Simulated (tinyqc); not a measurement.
# Capacitance measurement on a leaky thin oxide: effects of series resistance and leakage: what changes with what

The device is a capacitance C in parallel with a leakage conductance G, in series with Rs and Ls. An impedance meter reports either a parallel pair (Cp, Gp) from Y = 1/Z = Gp + i w Cp or a series pair (Cs, Rm) from Z = Rm + 1/(i w Cs); w = 2 pi f, dissipation D = Gp/(w |Cp|).

Inputs (values chosen for the exercise); values of the order met in thin-oxide MOS capacitors: relative permittivity of the gate insulator (close to hafnium oxide) eox = 21.6; insulator thickness tox = 5.7 nm; gate area A = 10000 um^2; oxide-equivalent thickness added by the accumulation layer zc = 0.53 nm; oxide-equivalent thickness added by gate depletion zp = 0.35 nm; gate leakage current density, not matched to the thickness Jg = 3.3 A/cm^2; voltage for an e-fold rise of the leakage Vs = 0.21 V; series resistance Rs = 260 ohm; series inductance Ls = 0 nH; measuring frequency f = 2e5 Hz.

Constants: eps0 = 8.8541878128e-14 F/cm where lengths are in cm. Results are converted to the units shown.

Each table varies one quantity; the others keep the values above.

## Readings against frequency

EOT = 3.9 tox/eox; CET = EOT + zc + zp; C = 3.9 eps0 A/CET; G = Jg A/Vs. Z = Rs + i w Ls + 1/(G + i w C); CET read from Cp = 3.9 eps0 A/Cp; errors under 0.001 % are printed as 0.

The same in every row: C (pF) = 180.87.

Results:

| f (Hz) | Cp (pF) | Cs (pF) | D | error of Cp (%) | error of Cs (%) | CET read from Cp (nm) |
|---|---|---|---|---|---|---|
| 1000 | 91.162 | 3.4583e8 | 1947.7 | -49.6 | 1.91e8 | 3.7879 |
| 3000 | 91.162 | 3.8426e7 | 649.24 | -49.6 | 2.12e7 | 3.7879 |
| 10000 | 91.161 | 3.4585e6 | 194.77 | -49.6 | 1.91e6 | 3.7879 |
| 30000 | 91.158 | 3.8443e5 | 64.933 | -49.6 | 2.12e5 | 3.7881 |
| 1e5 | 91.121 | 34764 | 19.507 | -49.6 | 1.91e4 | 3.7896 |
| 1e6 | 87.319 | 526.70 | 2.2432 | -51.7 | 191 | 3.9546 |
| 3e6 | 65.300 | 219.30 | 1.5357 | -63.9 | 21.2 | 5.2881 |
| 1e7 | 16.881 | 184.33 | 3.1495 | -90.7 | 1.91 | 20.456 |
| 3e7 | 2.2452 | 181.26 | 8.9292 | -98.8 | 0.212 | 153.80 |

Estimate the missing row, f = 3e5 Hz.

Computed row:

| f (Hz) | Cp (pF) | Cs (pF) | D | error of Cp (%) | error of Cs (%) | CET read from Cp (nm) |
|---|---|---|---|---|---|---|
| 3e5 | 90.802 | 4023.4 | 6.5810 | -49.8 | 2120 | 3.8029 |

With this row back in the table: D goes from 1950 through a minimum of 1.54 (at f = 3e6 Hz among the rows listed) to 8.93; without inductance its minimum lies at f = sqrt(G (1 + G Rs)/Rs)/(2 pi C) = 2.57e6 Hz. The error of Cp goes from -49.6 to -98.8 % and that of Cs from 1.91e8 to 0.212 %; at low frequency Cp tends to C/(1 + G Rs)^2 and Cs grows as 1 + (G/(w C))^2. One of the two readings is within 2 % of C for f = 1e7, 3e7 Hz. In every row D exceeds 1, where the accuracy of real meters degrades in proportion to sqrt(1 + D^2).

## Effect of the series resistance

Same model as above.

The same in every row: C (pF) = 180.87; Cs (pF) = 8826.6.

Results:

| Rs (ohm) | Cp (pF) | D | error of Cp (%) | error of Cs (%) | CET read from Cp (nm) |
|---|---|---|---|---|---|
| 1 | 180.30 | 6.9249 | -0.314 | 4780 | 1.9152 |
| 3 | 179.18 | 6.9471 | -0.936 | 4780 | 1.9272 |
| 10 | 175.32 | 7.0247 | -3.07 | 4780 | 1.9697 |
| 100 | 135.03 | 8.0230 | -25.3 | 4780 | 2.5573 |
| 300 | 83.360 | 10.241 | -53.9 | 4780 | 4.1424 |
| 1000 | 27.142 | 18.006 | -85.0 | 4780 | 12.723 |
| 3000 | 5.4614 | 40.189 | -97.0 | 4780 | 63.228 |

Estimate the missing row, Rs = 30 ohm.

Computed row:

| Rs (ohm) | Cp (pF) | D | error of Cp (%) | error of Cs (%) | CET read from Cp (nm) |
|---|---|---|---|---|---|
| 30 | 164.95 | 7.2465 | -8.81 | 4780 | 2.0935 |

With this row back in the table: As Rs goes from 1 to 3000, the error of Cp goes from -0.314 to -97.0 %, that of Cs from 4780 to 4780 %, and D rises from 6.92 to 40.2. The CET read from Cp goes from 1.92 to 63.2 nm against the true 1.91 nm. Rs does not enter the imaginary part of Z, so Cs does not depend on it. In every row D exceeds 1, where the accuracy of real meters degrades in proportion to sqrt(1 + D^2).

Numbers from tinyqc (`OMP_NUM_THREADS=1 python tinyqc.py 2022086 2022087 out.jsonl`; about 0.01 s on one thread of a shared Intel Xeon 2.30GHz).
